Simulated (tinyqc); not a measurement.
A discretised effective-mass wire between two leads, recursive Green functions: one step of the calculation.

Finite differences on a grid of step a give a chain with hopping -t, t = C/(m a^2), C = hbar^2/(2 m0), and site energies 2 t + U_i for the N = 7 sites of the device; the semi-infinite leads have site energy 2 t. Each slice is one site, and V = -t couples neighbouring slices.

Question. Forward pass. Forward pass: g_1 = (E - H_1 - Sigma)^(-1), g_i = (E - H_i - V g_(i-1) V^dagger)^(-1), with Sigma also subtracted on the last slice; G_(i,1) = g_i V G_(i-1,1), starting from g_1. H_i is the block of slice i, its site energy.

Values chosen for this exercise: effective mass m = 0.042 m0; grid step a = 1 nm; potential on the sites 1 to N U = [0, 0.24, 0.24, 0, 0, 0, 0] eV; energy above the band bottom of the leads E = 0.176 eV.

Constants: q = 1.602176634e-19 C, hbar = 1.054571817e-34 J s, m0 = 9.1093837015e-31 kg, hbar^2/(2 m0) = 0.0380998212 eV nm^2. Results are converted to the units shown.

Sigma = -0.81913860-0.38975940i eV

Find: g_i; G_(i,1) of the forward pass.

Answer.

g_i, site 1 to 7 (1/eV): [-0.995-0.474i, -0.832-0.306i, -0.802-0.169i, -1.002-0.142i, -1.204-0.173i, -1.472-0.324i, 0.671-1.122i]
G_(i,1) of the forward pass, site 1 to 7 (1/eV): [-0.9954-0.4736i, -0.6194-0.6336i, -0.3534-0.5559i, -0.2493-0.5509i, -0.1855-0.6407i, -0.0593-0.9102i, 0.9627+0.4934i]

tinyqc, about 0.02 s, one thread, Intel Xeon 2.30GHz (shared host): `OMP_NUM_THREADS=1 python tinyqc.py 2660130 2660131 out.jsonl`
